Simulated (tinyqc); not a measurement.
Deformation potentials from a strained empirical pseudopotential, step by step. Values are carried at full precision from step to step, so a last printed digit may differ when a step is redone from the rounded ones.

Diamond lattice, no spin-orbit coupling. Atomic form factor V(q) = a1 (q^2 - a2)/(a3 exp(a4 q^2) - 1) in rydberg with q in 1/bohr, for the unstrained cell. Under a strain e the reciprocal vectors and k go over into (1 + e)^(-1) G, the atoms sit at +/- tau with tau = (1 + e) a (1,1,1)/8 - zeta a (eyz, ezx, exy)/4, and H(G,G') = c |k + G|^2 delta + (V(q)/det(1 + e)) cos(q.tau), q = G - G', with the term q = 0 left out; c = hbar^2/2m0. The basis is fixed before straining: all G with |k + G|^2 up to 16 (2 pi/a)^2. k is given in units of 2 pi/a of the unstrained cell.

Constants: a0 (Bohr radius) = 0.5291772105 angstrom; hbar^2/2m0 = 3.80998211 eV angstrom^2; Ry = 13.60569312 eV.

Values chosen for the exercise (near those of Si; shifted at random, so the results belong to these values and not to a real crystal): a = 5.426 angstrom (lattice constant); A = (0.542, 2.196, 2.065, 0.491) (a1 (Ry bohr^2), a2 (1/bohr^2), a3, a4 (bohr^2)); h = 0.001 (size of the test strain); kD = 0.82 2 pi/a (position of the Delta minimum); zeta = 0.59 (internal-strain parameter).

## Form factors, unstrained and under a volume change

q^2 = n (2 pi/a)^2 a0^2 for the shells n = 3, 8, 11; for e = h 1, q^2 is divided by (1 + h)^2 and V by (1 + h)^3. Last column: the change divided by the relative change of volume, (1 + h)^3 - 1.

Form factors:

| n | q^2 (1/bohr^2) | V (Ry) | V expanded (Ry) | dV/(dVol/Vol) (Ry) |
|---|---|---|---|---|
| 3 | 1.12648 | -0.22379 | -0.22393 | -0.0473 |
| 8 | 3.00395 | 0.05456 | 0.05418 | -0.1292 |
| 11 | 4.13043 | 0.07136 | 0.07115 | -0.0699 |

## Gaps under a volume change

e = -h 1, 0, +h 1; gaps from the valence top to the s-like level at Gamma (level 8), and to level 5 at (kD,0,0) and (1/2,1/2,1/2).

Gaps (eV):

| gap | e = -h | e = 0 | e = +h |
|---|---|---|---|
| Gamma, s-like | 4.07612 | 4.04991 | 4.02372 |
| Delta | 1.08128 | 1.08943 | 1.09749 |
| L | 1.98308 | 1.97748 | 1.97183 |

## Hydrostatic deformation potentials

a = [E(+h) - E(-h)]/(3 ln((1 + h)/(1 - h))).

a of the gaps to Gamma, Delta, L (eV): -8.73  2.70  -1.87

Compression opens the Gamma gap, opens the L gap and closes the Delta gap. Only differences are defined here: the absolute shifts depend on the mean potential, which this model leaves out.

## Tetragonal strain

e = diag(-h/2, -h/2, h). Level 5 at (kD,0,0) and (0,0,kD), and levels 2 to 4 at Gamma, all from the mean of the three valence levels.

Delta x, Delta z (eV): 1.08543  1.09744

valence levels (eV): -0.00988  0.00494  0.00494

## Xu of the Delta valleys and b

For e = diag(-h/2, -h/2, h): E(Delta z) - E(Delta x) = Xu (ezz - exx), and without spin-orbit coupling E(Z) - E(X, Y) = 3 b (ezz - exx); Z is the single level, X and Y the pair.

Xu = 8.01 eV
b = -3.29 eV

Stretching along z raises the valleys on the z axis and lowers the Z valence state. One-sided differences carry an error of order h. A local potential fitted to band energies alone fixes these slopes only roughly; b tends to come out too large and Xu of L too small.

## Trigonal strain

exy = eyz = ezx = h, with the internal displacement. Level 5 at (1/2,1/2,1/2) and (1/2,-1/2,-1/2), and levels 2 to 4 at Gamma, from the mean of the three valence levels.

L [111], L [1-1-1] (eV): 2.00152  1.96944

valence levels (eV): -0.01645  0.00822  0.00822

## Xu of the L valleys and d

For the tensor strain exy = eyz = ezx = h: E(L [111]) - E(L [1-1-1]) = (8/3) Xu h, and E(single valence level) - E(pair) = 3 sqrt(3) d h. Find Xu and d.

Xu (L) = 12.03 eV
d = -4.75 eV

## Checks

- Level 5 at (kD,0,0) and (0,kD,0) under the tetragonal strain (eV): both 11.3315.

(tinyqc, `OMP_NUM_THREADS=1 python tinyqc.py 1850097 1850098 out.jsonl`, Intel(R) Xeon(R) Processor @ 2.30GHz, 1 thread, shared host, about 0.2 s.)
